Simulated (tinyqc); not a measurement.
# Free and trapped electrons in a MOS channel with a dense trap tail: effects of single changes

p-type body, charge-sheet picture, full ionisation (an idealisation for deep acceptors), Boltzmann statistics for free electrons. e = Ec - EF at the surface. Acceptor-like traps of density D(E) = D0 + De exp(-E/Ew) at depth E below Ec, from 0 to Eu, hold n_t = integral of D(E)/(1 + exp((e - E)/Vt)). psi = Eg - Vt ln(Nv/Na) - e; N_dep = sqrt(2 eps0 eps_r Na (psi - Vt)/q); n_f = sqrt(N_dep^2 + 2 eps0 eps_r Vt Nc exp(-e/Vt)/q) - N_dep; Vg = Vfb + psi + q (N_dep + n_t + n_f)/Cox, Cox = eps0 eox/tox.

Values chosen for this exercise; band and dielectric values close to those of 4H silicon carbide:
- T = 250 K (temperature)
- Eg = 3.22 eV (band gap)
- eps_r = 9.83 (relative permittivity)
- Nc = 1.27e19 cm^-3 (conduction-band density of states at T)
- Nv = 1.92e19 cm^-3 (valence-band density of states at T)
- eox = 3.9 (relative permittivity of the insulator)
- tox = 46 nm (insulator thickness)
- Na = 1.6e16 cm^-3 (acceptor density)
- Vfb = -2.8 V (flat-band voltage without trapped charge)
- D0 = 1.1e10 cm^-2 eV^-1 (constant background density of acceptor-like traps)
- De = 1.2e13 cm^-2 eV^-1 (density of the tail at the conduction edge)
- Ew = 0.1 eV (decay energy of the tail)
- Eu = 0.74 eV (depth below Ec down to which the traps reach)
- mf = 170 cm^2/(V s) (mobility of free electrons)

Constants: q = 1.602176634e-19 C, kB = 1.380649e-23 J/K, Vt = kB T/q, eps0 = 8.8541878128e-14 F/cm where lengths are in cm. Results are converted to the units shown.

Each table varies one quantity; the others keep the values above.

## Free and trapped charge against gate voltage

Free share n_f/(n_f + n_t); swing ln 10 n_f/(dn_f/dVg); field-effect mobility mf q (dn_f/dVg)/Cox, for a constant mf; oxide field q (N_dep + n_t + n_f)/(eps0 eox).

Results:
```
Vg (V)	e (eV)	n_f (cm^-2)	n_t (cm^-2)	free share (%)	swing (mV/decade)	field-effect mobility (cm^2/(V s))	oxide field (MV/cm)
1.6	0.2957	2.353e6	7.156e10	0.003288	136.0	0.01446	0.3540
2.5	0.1230	6.884e9	3.841e11	1.761	497.4	11.56	0.5121
3.5	0.05950	1.203e11	7.017e11	14.63	1373	73.18	0.7157
4.5	0.03091	3.861e11	8.877e11	30.31	2809	114.8	0.9269
5.5	0.01324	7.352e11	9.967e11	42.45	4503	136.4	1.140
7.4	-0.008787	1.508e12	1.102e12	57.78	8101	155.5	1.549
8.4	-0.01722	1.943e12	1.130e12	63.23	1.014e4	160.1	1.764
9.4	-0.02433	2.389e12	1.149e12	67.53	1.224e4	163.0	1.980
```

Estimate the missing row, Vg = 6.4 V.

Computed row:
```
Vg (V)	e (eV)	n_f (cm^-2)	n_t (cm^-2)	free share (%)	swing (mV/decade)	field-effect mobility (cm^2/(V s))	oxide field (MV/cm)
6.4	0.001526	1.089e12	1.058e12	50.72	6155	147.8	1.334
```

With this row back in the table: n_f reaches 1e11 cm^-2 at Vg = 3.39 V, against 1.95 V without traps. The free share rises from 0.00329 to 67.5 % and the field-effect mobility rises from 0.0145 to 163 cm^2/(V s), although mf = 170 is constant: in the last row 95.9 % of Cox dVg goes into free electrons. The swing in the first row is 136 mV a decade (Vt ln 10 = 49.6). For Vg = 4.5, 5.5, 6.4, 7.4, 8.4, 9.4 EF lies less than 2 Vt below the band edge, or above it, where degeneracy and confinement, left out, matter.

## Effect of the density of the tail at the conduction edge

VT is the Vg for n_f = 1e11 cm^-2; swing ln 10 n_f/(dn_f/dVg) at n_f = 1e8 cm^-2; the last three columns are for Vg = VT + 3.7 V, with free share n_f/(n_f + n_t) and field-effect mobility mf q (dn_f/dVg)/Cox; there EF is near the band edge, where Boltzmann statistics are rough.

Effect of the density of the tail at the conduction edge:
```
De (cm^-2 eV^-1)	e at VT (eV)	VT (V)	q n_t/Cox at VT (V)	swing (mV/decade)	n_f (cm^-2)	free share (%)	field-effect mobility (cm^2/(V s))
1e12	0.06377	2.088	0.1346	78.05	1.750e12	94.56	167.2
2e12	0.06377	2.207	0.2534	91.48	1.714e12	89.89	166.3
5e12	0.06377	2.563	0.6098	131.8	1.608e12	77.50	163.1
1e13	0.06377	3.157	1.204	198.9	1.441e12	61.17	156.6
2e13	0.06377	4.345	2.392	333.2	1.146e12	39.30	139.0
4e13	0.06377	6.721	4.767	601.7	7.343e11	18.19	96.16
9e13	0.06377	12.66	10.71	1273	3.500e11	5.123	36.45
2e14	0.06377	25.73	23.77	2750	1.929e11	1.488	11.59
```

Read the table: what changes, and by how much?

As De goes from 1e12 to 2e14, VT rises from 2.09 to 25.7 V, its part due to traps rises from 0.135 to 23.8 V, the swing rises from 78.1 to 2750 mV/decade and the field-effect mobility falls from 167 to 11.6 cm^2/(V s).

Program tinyqc, `OMP_NUM_THREADS=1 python tinyqc.py 2222205 2222206 out.jsonl`; Intel Xeon 2.30GHz, shared host, one thread, about 0.02 s.
